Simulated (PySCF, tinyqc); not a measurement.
Coupled-perturbed Hartree-Fock on RHF in the sto-3g basis, for Li-, spin multiplicity 1, step by step. The basis has no diffuse functions, so it cannot describe the extra electron: this is an exercise in the method, not the real anion. The lowest restricted solution is unstable here: a spin-polarised one lies 0.0041 hartree lower (PySCF). One step of it, computed by the program tinyqc.

Question. Coupled step 2. U_ai = -(mu_ai + sum_bj [4 (ai|bj) - (ab|ij) - (aj|bi)] U_bj) / (e_a - e_i); alpha = -4 sum U_ai mu_ai.

U after step 1, order a3, a4, a5:
```
[[0.000000, 0.000000],
 [0.015200, -7.685406],
 [0.000000, 0.000000]]
```

dipole integrals <a|y|i> (bohr), order a3, a4, a5:
```
[[0.000000, 0.000000],
 [0.207518, 1.815666],
 [0.000000, 0.000000]]
```

orbital energies (hartree): [-1.968602, 0.102253, 0.415796, 0.415796, 0.415796]

Two-electron integrals over orbitals (pq|rs), unique and non-zero (hartree):
```
(11|11) 1.658594    (21|11) -0.184570   (21|21) 0.031265    (22|11) 0.400522
(22|21) -0.010274   (22|22) 0.282425    (31|31) 0.009832    (32|31) 0.013694
(32|32) 0.060790    (33|11) 0.396329    (33|21) -0.006527   (33|22) 0.285670
(33|33) 0.312946    (41|41) 0.009832    (42|41) 0.013694    (42|42) 0.060790
(43|43) 0.016869    (44|11) 0.396329    (44|21) -0.006527   (44|22) 0.285670
(44|33) 0.279207    (44|44) 0.312946    (51|51) 0.009832    (52|51) 0.013694
(52|52) 0.060790    (53|53) 0.016869    (54|54) 0.016869    (55|11) 0.396329
(55|21) -0.006527   (55|22) 0.285670    (55|33) 0.279207    (55|44) 0.279207
(55|55) 0.312946
```

Give: U after step 2; polarisability.

Answer.

U after step 2, order a3, a4, a5:
```
[[0.0000, 0.0000],
 [0.0688, -8.3251],
 [0.0000, 0.0000]]
```

polarisability = 60.4055 bohr^3
